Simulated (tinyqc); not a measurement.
One-diode model of a solar cell: one step of the calculation.

J is the current delivered and Vj = V + J Rs the junction voltage. J = X JL - J01 (exp(Vj/(n1 Vt)) - 1) - Vj/Rp. The photocurrent does not depend on voltage.

Question. Figures of merit. Jsc at V = 0, Voc at J = 0, the maximum power point where J (1 + 2 Rs G) = G Vj with G = -dJ/dVj; FF = Vmp Jmp/(Voc Jsc); efficiency Vmp Jmp/(X Pin). Empirical fill factor without parasitics FF0 = (v - ln(v + 0.72))/(v + 1), v = Voc/(n1 Vt).

Inputs (values chosen for the exercise); values of the order met in cells of silicon:
```
symbol,value,unit,meaning
T,300,K,temperature
JL,36.1,mA/cm^2,photocurrent at one sun
X,0.3,suns,concentration
J01,2.2e-8,A/cm^2,saturation current of the diode
n1,1.64,,ideality factor of the diode
Rs,0.099,ohm cm^2,series resistance
Rp,5000,ohm cm^2,shunt resistance
Pin,100,mW/cm^2,incident power at one sun
```

Constants: q = 1.602176634e-19 C, kB = 1.380649e-23 J/K, Vt = kB T/q. Results are converted to the units shown.

Find: Jsc; Voc; Vmp; Jmp; FF; efficiency; FF0.

Answer.

Jsc = 10.830 mA/cm^2
Voc = 0.55526 V
Vmp = 0.45012 V
Jmp = 9.8212 mA/cm^2
FF = 0.73515
efficiency = 14.736 %
FF0 = 0.74278

FF is 1.0 % below FF0. Removing one loss at a time changes the efficiency by: shunt +0.14, series resistance +0.03 points.

Computed by the program tinyqc: `OMP_NUM_THREADS=1 python tinyqc.py 2280014 2280015 out.jsonl`, one thread of a shared Intel Xeon 2.30GHz, about 0.01 s for the whole run.
